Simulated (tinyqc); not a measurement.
Worked calculation: LDA (VWN5) atom on a uniform radial grid, spin-unpolarised, for Be. Computed by tinyqc, a small Python program that keeps every step. Settings: Z = 4, points = 192, R = 12.3, functional = lda,vwn, mixing = 0.2, iteration cap = 58. Command: `OMP_NUM_THREADS=1 python tinyqc.py 23750 23751 out.jsonl` (the two numbers bound the seeds that draw the settings). One thread of a shared host (Intel(R) Xeon(R) Processor @ 2.60GHz), about 0.7 s of CPU time with the checks. Later iterations appear only in the table of the cycle.

## Iteration 1

Spherical atom on a uniform radial grid r_j = j h with h = R/(N + 1), h sum u^2 = 1 and integrals as h times sums, u(0) = u(R) = 0 (atomic units):
```
parameter            value
Z                        4
points N               192
R                12.300000
h                 0.063731
mixing            0.200000
electrons in 1s          2
electrons in 2s          2
```

Three-point differences turn -u''/2 + [l(l+1)/2r^2 - Z/r + V] u = e u into a tridiagonal matrix (diagonal 1/h^2 + potential, off-diagonal -1/2h^2). D = sum f u^2; the Hartree potential y/r solves y'' = -D/r with y(0) = 0, y(R) = N_e; v_xc comes from rho = D/(4 pi r^2); E = sum f e - int D V + int D (V_H/2 + eps_xc); V(new) = V + mixing (V_H + v_xc - V).

eigenvalues (hartree): 1s -7.874088, 2s -1.991942

Every 12th grid point:
```
r              V in     u(1s)      u(2s)         D       V_H       v_xc
0.764767   0.000000  0.583796  -0.488741  1.159371  4.071860  -0.596522
1.529534   0.000000  0.056590  -0.836335  1.405317  2.488334  -0.412502
2.294301   0.000000  0.004114  -0.476402  0.453951  1.731931  -0.228489
3.059067   0.000000  0.000266  -0.197201  0.077777  1.306688  -0.113308
3.823834   0.000000  0.000016  -0.069671  0.009708  1.046007  -0.053269
4.588601   0.000000  9.37e-07  -0.022376  0.001001  0.871721  -0.024006
5.353368   0.000000  5.30e-08  -0.006742  0.000091  0.747193  -0.010393
6.118135   0.000000  2.93e-09  -0.001940  0.000008  0.653794  -0.004343
6.882902   0.000000  1.60e-10  -0.000540  5.82e-07  0.581150  -0.001765
7.647668   0.000000         0  -0.000146  4.27e-08  0.523035  -0.000702
8.412435   0.000000         0  -0.000039  2.99e-09  0.475487  -0.000275
9.177202   0.000000         0  -0.000010  2.03e-10  0.435863  -0.000107
9.941969   0.000000         0  -2.58e-06  1.33e-11  0.402335  -0.000041
10.706736  0.000000         0  -6.52e-07         0  0.373597   0.000000
11.471503  0.000000         0  -1.56e-07         0  0.348690   0.000000
12.236269  0.000000         0  -8.43e-09         0  0.326897   0.000000
```

total energy = -13.31400179 hartree

## Iteration 2

As before.

eigenvalues (hartree): 1s -6.859251, 2s -1.528335

Every 12th grid point:
```
r              V in     u(1s)      u(2s)         D       V_H       v_xc
0.764767   0.695068  0.609029  -0.408570  1.075692  3.969801  -0.582797
1.529534   0.415166  0.067345  -0.823822  1.366435  2.448245  -0.408963
2.294301   0.300688  0.005713  -0.539376  0.581918  1.723908  -0.246293
3.059067   0.238676  0.000435  -0.258371  0.133512  1.305561  -0.133148
3.823834   0.198547  0.000031  -0.106268  0.022586  1.045876  -0.068579
4.588601   0.169543  2.17e-06  -0.039933  0.003189  0.871708  -0.034140
5.353368   0.147360  1.47e-07  -0.014137  0.000400  0.747192  -0.016469
6.118135   0.129890  9.75e-09  -0.004797  0.000046  0.653794  -0.007716
6.882902   0.115877  6.39e-10  -0.001577  4.97e-06  0.581150  -0.003527
7.647668   0.104467  4.14e-11  -0.000506  5.12e-07  0.523035  -0.001580
8.412435   0.095042         0  -0.000159  5.06e-08  0.475487  -0.000698
9.177202   0.087151         0  -0.000049  4.85e-09  0.435863  -0.000305
9.941969   0.080459         0  -0.000015  4.52e-10  0.402335  -0.000132
10.706736  0.074719         0  -4.51e-06  4.07e-11  0.373597  -0.000057
11.471503  0.069738         0  -1.26e-06         0  0.348690  -0.000011
12.236269  0.065379         0  -7.39e-08         0  0.326897   0.000000
```

total energy = -13.63249664 hartree

## Convergence

Stop when input and output potentials agree to 1e-7.

Course of the cycle (hartree):
```
iteration             E      e(1s)      e(2s)  largest |V(out) - V(in)|
1          -13.31400179  -7.874088  -1.991942                  6.68e+00
2          -13.63249664  -6.859251  -1.528335                  5.06e+00
3          -13.84285072  -6.087880  -1.186931                  3.82e+00
4          -13.97939378  -5.503273  -0.935036                  2.87e+00
5          -14.06653982  -5.061596  -0.748783                  2.14e+00
6          -14.12124029  -4.729015  -0.610760                  1.59e+00
7          -14.15501254  -4.479444  -0.508251                  1.18e+00
8          -14.17552599  -4.292819  -0.431962                  8.68e-01
9          -14.18778952  -4.153742  -0.375078                  6.39e-01
10         -14.19501117  -4.050442  -0.332591                  4.70e-01
11         -14.19920512  -3.973949  -0.300809                  3.45e-01
...                 ...        ...        ...                       ...
48         -14.20470405  -3.762508  -0.204498                  1.19e-05
49         -14.20470405  -3.762509  -0.204497                  9.78e-06
50         -14.20470405  -3.762509  -0.204496                  7.99e-06
51         -14.20470405  -3.762509  -0.204495                  6.51e-06
52         -14.20470405  -3.762509  -0.204495                  5.30e-06
53         -14.20470405  -3.762509  -0.204494                  4.30e-06
54         -14.20470405  -3.762510  -0.204494                  3.49e-06
55         -14.20470405  -3.762510  -0.204493                  2.82e-06
56         -14.20470405  -3.762510  -0.204493                  2.28e-06
57         -14.20470405  -3.762510  -0.204493                  1.84e-06
58         -14.20470405  -3.762510  -0.204493                  1.49e-06
```

Not converged within 58 iterations: the residual falls steadily but slowly, by a factor of about 0.81 a step. Reruns (cap 100 unless said): mixing 0.3: converged in 45; mixing 0.6: converged in 18; the original settings with a cap of 400: converged in 71. Even converged, this uniform grid resolves the cusp poorly and misses the energy of the atom.
